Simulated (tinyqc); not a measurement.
# p-n heterojunction, non-linear Poisson equation by Newton steps, Fermi-Dirac statistics: what changes with what

One dimension, material 1 (p-type) at x < 0 and material 2 (n-type) at x > 0. Band edges: Ec = -psi in material 1 and -psi + dEc in material 2, Ev = Ec - Eg. Flat quasi-Fermi levels: 0 for holes, +V for electrons. n = Nc F((EFn - Ec)/Vt), p = Nv F((Ev - EFp)/Vt), with F(eta) = F_1/2(eta) = (2/sqrt(pi)) int_0^infinity sqrt(u) du/(1 + exp(u - eta)) (Fermi-Dirac statistics); full ionisation, no interface charge, classical densities; the doping types are chosen for the exercise.

Inputs (values chosen for the exercise); band and dielectric values close to those of SiGe and Si:
```
symbol    value   unit                                          meaning
T           300      K                                      temperature
Eg1        0.92     eV                           band gap of material 1
er1          13                     relative permittivity of material 1
Nc1     1.91e19  cm^-3  conduction-band density of states of material 1
Nv1     9.99e18  cm^-3     valence-band density of states of material 1
Eg2        1.11     eV                           band gap of material 2
er2        11.6                     relative permittivity of material 2
Nc2     2.76e19  cm^-3  conduction-band density of states of material 2
Nv2     2.66e19  cm^-3     valence-band density of states of material 2
dEc        0.01     eV                 conduction-band offset Ec2 - Ec1
N1       2.8e16  cm^-3                   acceptor density of material 1
N2       2.7e17  cm^-3                      donor density of material 2
V             0      V                    bias of side 1 against side 2
```

Constants: q = 1.602176634e-19 C, kB = 1.380649e-23 J/K, Vt = kB T/q, eps0 = 8.8541878128e-14 F/cm where lengths are in cm. Results are converted to the units shown.

Each table varies one quantity; the others keep the values above.

## Effect of the donor density of material 2

Exact first integral: on each side D^2/(2 eps0 er) = G, G = q [Vt (nI_j - nI_b) + Vt (pI_j - pI_b) - C (psi_j - psi_b)], with C = -N1 or +N2, b the neutral end of that side, and nI, pI the densities with F_1/2 replaced by F_3/2(eta) = (4/(3 sqrt(pi))) int_0^infinity u^(3/2) du/(1 + exp(u - eta)). D is continuous, so er1 G1(psi_j) = er2 G2(psi_j) fixes psi_j. Ends from Nv1 F((-psi_L - Eg1)/Vt) = N1 and Nc2 F((V + psi_R - dEc)/Vt) = N2. D is counted positive when psi rises towards material 2. Depletion (Anderson) capacitance C^2 = q eps0 er1 er2 N1 N2/(2 (er1 N1 + er2 N2)(psi_R - psi_L)). -dD/dV is the change of the displacement at the interface with both quasi-Fermi levels flat; it is the terminal capacitance only while neither side holds an inversion layer. n_j and p_j are densities at the interface.

Result of one run:
columns A: N2 (cm^-3); B: psi_R - psi_L (V); C: psi_j - psi_L (V); D: psi_R - psi_j (V); E: D/q (cm^-2); F: n_j in 1 (cm^-3); G: p_j in 2 (cm^-3); H: -dD/dV (nF/cm^2); I: depletion C (nF/cm^2)
```
A            B       C       D         E        F         G      H      I
1.4e16  0.5820  0.1894  0.3925  2.565e11  3.632e9  4.641e10  38.75  37.00
```

What becomes of these results when the donor density of material 2 N2 is changed from 1.4e16 to 3.2e16 cm^-3, all else the same?

Result of the changed run:
columns A: N2 (cm^-3); B: psi_R - psi_L (V); C: psi_j - psi_L (V); D: psi_R - psi_j (V); E: D/q (cm^-2); F: n_j in 1 (cm^-3); G: p_j in 2 (cm^-3); H: -dD/dV (nF/cm^2); I: depletion C (nF/cm^2)
```
A            B       C       D         E         F        G      H      I
3.2e16  0.6033  0.3044  0.2990  3.347e11  3.097e11  5.442e8  48.61  46.48
```

The whole series:
columns A: N2 (cm^-3); B: psi_R - psi_L (V); C: psi_j - psi_L (V); D: psi_R - psi_j (V); E: D/q (cm^-2); F: n_j in 1 (cm^-3); G: p_j in 2 (cm^-3); H: -dD/dV (nF/cm^2); I: depletion C (nF/cm^2)
```
A            B       C        D         E         F         G      H      I
1.4e16  0.5820  0.1894   0.3925  2.565e11   3.632e9  4.641e10  38.75  37.00
3.2e16  0.6033  0.3044   0.2990  3.347e11  3.097e11   5.442e8  48.61  46.48
7.5e16  0.6254  0.4303   0.1951  4.034e11  4.040e13   4.172e6  56.30  53.95
1.8e17  0.6480  0.5336   0.1144  4.529e11  2.197e15   7.671e4  59.79  58.25
4.1e17  0.6694  0.5993  0.07006  4.910e11  2.793e16      6032  56.40  59.86
9.7e17  0.6919  0.6452  0.04666  5.570e11  1.641e17      1024  45.70  60.12
2.3e18  0.7146  0.6786  0.03606  6.954e11  5.918e17     281.7  33.00  59.70
5.4e18  0.7377  0.7059  0.03179  9.508e11  1.671e18     97.78  22.47  58.99
```

As N2 goes from 1.4e16 to 5.4e18, the total bending rises from 0.582 to 0.738 V and the sheet charge D/q rises from 2.57e11 to 9.51e11 cm^-2; the share of the bending in material 1 rises from 32.6 to 95.7 %. The capacitance departs most from the depletion formula at N2 = 5.4e18, where it is 62 % below it, and there the electrons at the interface in material 1 outnumber its acceptors: an inversion layer has formed.

## Effect of the conduction-band offset Ec2 - Ec1

Same model as above.

Results:
columns A: dEc (eV); B: psi_R - psi_L (V); C: psi_j - psi_L (V); D: psi_R - psi_j (V); E: D/q (cm^-2); F: n_j in 1 (cm^-3); G: p_j in 2 (cm^-3); H: -dD/dV (nF/cm^2); I: depletion C (nF/cm^2)
```
A           B       C        D         E         F        G      H      I
-0.29  0.3586  0.3035  0.05508  3.342e11  2.992e11     5141  85.20  80.32
-0.21  0.4386  0.3743  0.06423  3.744e11  4.635e12     7325  76.39  72.62
-0.14  0.5086  0.4365  0.07203  4.065e11  5.141e13     9904  70.53  67.44
-0.07  0.5786  0.4988  0.07974  4.365e11  5.721e14  1.334e4  65.68  63.23
0.01   0.6586  0.5694  0.08918  4.711e11  8.765e15  1.923e4  59.10  59.26
0.09   0.7386  0.6320   0.1065  5.297e11  9.875e16  3.761e4  39.64  55.96
0.24   0.8886  0.6893   0.1993  7.748e11  8.903e17  1.361e6  8.642  51.02
0.31   0.9586  0.7013   0.2572  8.949e11  1.406e18  1.280e7  5.180  49.12
```

Estimate the missing row, dEc = 0.16 eV.

Computed row:
columns A: dEc (eV); B: psi_R - psi_L (V); C: psi_j - psi_L (V); D: psi_R - psi_j (V); E: D/q (cm^-2); F: n_j in 1 (cm^-3); G: p_j in 2 (cm^-3); H: -dD/dV (nF/cm^2); I: depletion C (nF/cm^2)
```
A          B       C       D         E         F        G      H      I
0.16  0.8086  0.6671  0.1414  6.327e11  3.818e17  1.451e5  18.81  53.49
```

With this row back in the table: As dEc goes from -0.29 to 0.31, the total bending rises from 0.359 to 0.959 V and the sheet charge D/q rises from 3.34e11 to 8.95e11 cm^-2; the share of the bending in material 1 goes from 84.6 through a maximum of 86.5 (at dEc = 0.01 among the rows listed) to 73.2 %. The alignment is staggered for dEc = -0.29, -0.21, -0.14, -0.07, 0.24, 0.31 eV. The capacitance departs most from the depletion formula at dEc = 0.31, where it is 89 % below it, and there the electrons at the interface in material 1 outnumber its acceptors: an inversion layer has formed.

Computed by the program tinyqc: `OMP_NUM_THREADS=1 python tinyqc.py 2040037 2040038 out.jsonl`, one thread of a shared Intel Xeon 2.30GHz, about 0.1 s for the whole run.
